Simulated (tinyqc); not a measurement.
# Gated graphene, quantum capacitance, step by step

tinyqc, about 0.01 s, one thread, Intel Xeon 2.30GHz (shared host): `OMP_NUM_THREADS=1 python tinyqc.py 2200132 2200133 out.jsonl` Printed values are rounded.

phi is the Fermi level above the Dirac point, in volts; Vg is counted from the gate voltage of charge neutrality. Ideal linear bands, no charge puddles.

Values chosen for this exercise; values close to those of graphene:
```
symbol   value         unit                                                               meaning
T           77            K                                                           temperature
eox       22.2               relative permittivity of the gate insulator (close to hafnium oxide)
tox        5.1           nm                                                   insulator thickness
vF       9.4e5          m/s                                                        Fermi velocity
Dit     3.7e11  cm^-2 eV^-1                                                      density of traps
Vg        0.43            V                                                          gate voltage
```

Constants: q = 1.602176634e-19 C, kB = 1.380649e-23 J/K, hbar = 1.054571817e-34 J s, Vt = kB T/q, eps0 = 8.8541878128e-14 F/cm where lengths are in cm. Results are converted to the units shown.

## Gate capacitance

Cox = eps0 eox/tox.

Cox = 3.854176 uF/cm^2

## Starting value

phi = Vg.

phi at the start = 0.43 V

## Iteration 1: new phi

N0 = (2/pi)(kB T/(hbar vF))^2; n = N0 F1(phi/Vt), p = N0 F1(-phi/Vt), F1(e) = int_0^infinity u du/(1 + exp(u - e)) = -Li2(-exp(e)); Cq = q d(n - p)/dphi = (q N0/Vt) ln[2 (1 + cosh(phi/Vt))]. Newton: f = phi + q (n - p + Dit phi)/Cox - Vg, phi(new) = phi - f/(1 + (Cq + q Dit)/Cox).

n = 1.538650e13 cm^-2
p = 5.252962e-19 cm^-2
Cq = 11.45702 uF/cm^2
f = 0.6462289 V
phi after iteration 1 = 0.2679569 V

## Iteration 2: new phi

As before.

n = 5.982297e12 cm^-2
p = 2.120289e-8 cm^-2
Cq = 7.139507 uF/cm^2
f = 0.09076175 V
phi after iteration 2 = 0.2363082 V

## Course of the iteration

Stop when the step is below 1e-10 V, or after 40 iterations.

Course of the iteration:
```
iteration  phi before the step (V)   step (V)
1                             0.43     -0.162
2                        0.2679569    -0.0316
3                        0.2363082   -1.31e-3
4                        0.2350012   -2.24e-6
5                        0.2349990  -6.55e-12
```

Converged in 5 iterations.

## Charge and capacitances at the solution

converged phi = 0.2349990 V

N0 = (2/pi)(kB T/(hbar vF))^2; n = N0 F1(phi/Vt), p = N0 F1(-phi/Vt), F1(e) = int_0^infinity u du/(1 + exp(u - e)) = -Li2(-exp(e)); Cq = q d(n - p)/dphi = (q N0/Vt) ln[2 (1 + cosh(phi/Vt))]. 1/C_G = 1/Cox + 1/(Cq + q Dit); dphi/dVg = Cox/(Cox + Cq + q Dit).

n - p = 4.603970e12 cm^-2
Cq = 6.261369 uF/cm^2
C_G = 2.394232 uF/cm^2
dphi/dVg = 0.3787953

C_G is 62.1 % of Cox; 54.7 % of the gate voltage has gone into phi.
